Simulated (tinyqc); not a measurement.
# From distance from the band edge back to impurity potential U

Model: Koster-Slater impurity in a tight-binding band, by Green functions and by supercells. Computed by tinyqc, a small Python program. Command: `OMP_NUM_THREADS=1 python tinyqc.py 3002848 3002849 out.jsonl kosterslater inv`. One thread of a shared host (Intel(R) Xeon(R) Processor @ 2.30GHz), about 0.03 s of CPU time with the checks.

One orbital per site, e(k) = -2 t sum cos(k_i) over 2 direction(s), band from -4 t to 4 t, lattice constant 1. One site has the extra energy U. Spin is left out.

Inputs (values chosen for the exercise, for a model band): hopping t = 1.2 eV.

Lattice: square.

Method:
- Outside the band G0(E) = (2/(pi E)) K(m), m = 16 t^2/E^2, K the complete elliptic integral with parameter m.
- A bound state solves 1/U = G0(E).
- Bisection in ln(distance from the edge) between 1e-5 t and |U| + t. Weight on the impurity site: -1/(U^2 dG0/dE), by a central difference with step min(1e-4 t, distance/30). Decay length along an axis: 1/arccosh(1 + distance/(2 t)).

Task: A run gave the result below. Find the impurity potential U, known to lie between -9.7 and -6.6 eV.

distance from the band edge = 3.952795 eV

Result:

Each step takes the trial c = (a f_b - b f_a)/(f_b - f_a), f being the result less the target; c replaces end b, the old b replaces a if the sign of f changed, and otherwise f_a is halved.

Scan of the range:
```
impurity potential U (eV)  distance from the band edge (eV)
-9.70                                               5.50233
-9.18                                               5.01742
-8.67                                               4.54608
-8.15                                               4.07070
-7.63                                               3.60167
-7.12                                               3.14925
-6.60                                               2.69759
```

False position (Illinois rule) inside the bracket:
```
step     end a     end b     trial  distance from the band edge (eV)
1     -8.15000  -7.63000  -8.01928                           3.95215
2     -8.15000  -8.01928  -8.02071                           3.95343
3     -8.01928  -8.02071  -8.02000                           3.95279
4     -8.02071  -8.02000  -8.02000                           3.95280
```

Distance from the band edge falls at every point of a 13-point scan of the range (every second point is shown), so one value fits; it is bracketed by -8.15 and -7.63. Answer: impurity potential U = -8.020 eV.
